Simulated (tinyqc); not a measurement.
Worked calculation: phonon-assisted absorption at an indirect gap. Values are carried at full precision from step to step, so a last printed digit may differ when a step is redone from the rounded ones.

alpha(E) = sum_j A_j [N_j (E - Eg + w_j)^2 + (N_j + 1)(E - Eg - w_j)^2], each bracket counted only where its base is positive; N_j = 1/(exp(w_j/kB T) - 1). The first term absorbs a phonon and the second emits one; excitons and direct transitions are left out.

Constants: kB = 8.617333262e-05 eV/K.

Parameters, chosen for this exercise (loosely those of SiC at room temperature; Eg is not tied to T; the results hold for these values, not for the real material): Eg = 3.248 eV (indirect gap, held fixed unless listed); w = (72.4, 46.2) meV (two zone-edge phonons); A = (3900, 410) 1/(cm eV^2) (their strengths); T = 400 K; E = 3.565 eV (photon energy); nr = 2.77 (refractive index); d = 68 micrometre (thickness); xj = 0.34 micrometre (dead layer at the surface); W = 6.8 micrometre (depleted width); L = 96 micrometre (minority diffusion length below it).

## The four branches at one energy

Evaluate the occupations and each term.

N_j: 0.1395  0.3546

terms with phonon absorption (1/cm): 82.48  19.18

terms with phonon emission (1/cm): 265.9  40.73

alpha = 408.3 1/cm
wavelength hc/E (hc = 1239.841984 eV nm) = 347.8 nm

Phonon absorption supplies 24.9 % of alpha; the depth 1/alpha is 24.5 micrometre.

## What a slab does with it

Slab of thickness d in air, incoherent passes: R = ((nr - 1)/(nr + 1))^2, x = exp(-alpha d); transmitted Tr = (1 - R)^2 x/(1 - R^2 x^2), reflected Rt = R + (1 - R)^2 R x^2/(1 - R^2 x^2), absorbed Ab = (1 - R)(1 - x)/(1 - R x).

d in cm is 1e-4 times the value in micrometres.

R = 0.2204
x = 0.0623
Tr = 0.0379
Rt = 0.2209
Ab = 0.7412

A single pass would absorb (1 - R)(1 - x) = 0.7310; the back face adds 0.0102.

## Quantum efficiency of a diode

Photodiode (Gaertner form with a dead layer): QE = (1 - R) exp(-alpha xj) [1 - exp(-alpha W)/(1 + alpha L)], R = ((nr - 1)/(nr + 1))^2; responsivity = QE/E in A/W for E in eV.

Evaluate the factors; 1 micrometre = 1e-4 cm.

passes the dead layer = 0.9862
collected share = 0.8460
QE = 0.6504
responsivity = 0.1824 A/W

Without diffusion from below the collected share would be 0.2424.

## Checks

- Tr + Rt + Ab against 1: both 1.000000.

Run: tinyqc, `OMP_NUM_THREADS=1 python tinyqc.py 1650679 1650680 out.jsonl`; Intel(R) Xeon(R) Processor @ 2.30GHz, one thread, shared host; about 0.01 s of CPU time with all checks.
